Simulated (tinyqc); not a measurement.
Schottky barrier on an n-type semiconductor, non-linear Poisson equation by Newton steps: one step of the calculation.

One dimension, metal at x = 0, donor density C(x) = Nd, uniform. Energies are counted from the electron Fermi level of the semiconductor and the conduction-band edge is Ec = -psi, so n = Nc exp(psi/Vt); holes follow the Fermi level of the metal, at -V, so p = Nv exp((V - psi - Eg)/Vt). Ends: psi(0) = V - phiB and psi = Vt ln(Nd/Nc) deep inside. Boltzmann statistics, full ionisation, no current, no image force in the Poisson equation.

Question. Newton step. Solve the tridiagonal system a_(i-1) d_(i-1) + b_i d_i + a_i d_(i+1) = -F_i for nodes 1 to 9, with d = 0 on fixed nodes. If the largest |d| exceeds 4 Vt, the whole step is scaled down so that it equals 4 Vt.

Parameters, values chosen for the exercise: temperature T = 450 K.

Constants: q = 1.602176634e-19 C, kB = 1.380649e-23 J/K, Vt = kB T/q. Results are converted to the units shown.

| interval | coupling a_i (F/cm^2) |
|---|---|
| 0 | 1.1358403e-6 |
| 1 | 9.1421289e-7 |
| 2 | 7.4468997e-7 |
| 3 | 5.9812864e-7 |
| 4 | 4.8261024e-7 |
| 5 | 3.9317547e-7 |
| 6 | 3.1235607e-7 |
| 7 | 2.5556406e-7 |
| 8 | 2.0445125e-7 |
| 9 | 1.6536498e-7 |

| node | diagonal b (F/cm^2) | residual F (C/cm^2) |
|---|---|---|
| 1 | -2.0554290e-6 | -3.0735754e-7 |
| 2 | -1.6990922e-6 | -1.8398664e-8 |
| 3 | -1.4985477e-6 | -7.0317734e-9 |
| 4 | -1.4435867e-6 | -1.7219036e-9 |
| 5 | -1.4713979e-6 | -2.5446433e-10 |
| 6 | -1.5284816e-6 | -2.2574438e-11 |
| 7 | -1.6179266e-6 | -1.0920302e-12 |
| 8 | -1.7675290e-6 | -2.8946915e-14 |
| 9 | -1.9958612e-6 | -3.7709248e-16 |

| node | psi after iteration 1 (V) |
|---|---|
| 0 | -0.59000000 |
| 1 | -0.25334445 |
| 2 | -0.18349641 |
| 3 | -0.13922577 |
| 4 | -0.11482537 |
| 5 | -0.10372187 |
| 6 | -0.09967305 |
| 7 | -0.09851577 |
| 8 | -0.09827388 |
| 9 | -0.09823670 |
| 10 | -0.09823245 |

Find: Newton step d, before damping; psi after iteration 2.

Answer.

| node | Newton step d, before damping (V) |
|---|---|
| 1 | -0.23452 |
| 2 | -0.19107 |
| 3 | -0.12334 |
| 4 | -0.05938 |
| 5 | -0.02117 |
| 6 | -0.00569 |
| 7 | -0.00113 |
| 8 | -0.00016 |
| 9 | -0.00002 |

| node | psi after iteration 2 (V) |
|---|---|
| 0 | -0.59000 |
| 1 | -0.40846 |
| 2 | -0.30987 |
| 3 | -0.22081 |
| 4 | -0.15410 |
| 5 | -0.11772 |
| 6 | -0.10344 |
| 7 | -0.09926 |
| 8 | -0.09838 |
| 9 | -0.09825 |
| 10 | -0.09823 |

Program tinyqc, `OMP_NUM_THREADS=1 python tinyqc.py 2020068 2020069 out.jsonl`; Intel Xeon 2.30GHz, shared host, one thread, about 0.03 s.
